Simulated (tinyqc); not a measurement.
## The weight eta from points of equal mobility

Question. If the mobility depends on E = q (Ndep + eta Ns)/(eps0 eps_r) alone, two points of equal mobility on its falling branch have equal E. Find eta and E.

Inputs (values chosen for the exercise): relative permittivity of the semiconductor eps_r = 11.6.

Constants: q = 1.602176634e-19 C, eps0 = 8.8541878128e-14 F/cm where lengths are in cm. Results are converted to the units shown.

Ndep at two body biases (cm^-2): 1.4338155e12  2.3895290e12
Ns at which the mobility is the same (cm^-2): 9.5e12  7.6260518e12

Solution. eta is the ratio of the differences of Ndep and Ns.

eta = 0.5100
E = 0.9794 MV/cm

Numbers from tinyqc (`OMP_NUM_THREADS=1 python tinyqc.py 2510136 2510137 out.jsonl`; about 0.01 s on one thread of a shared Intel Xeon 2.30GHz).
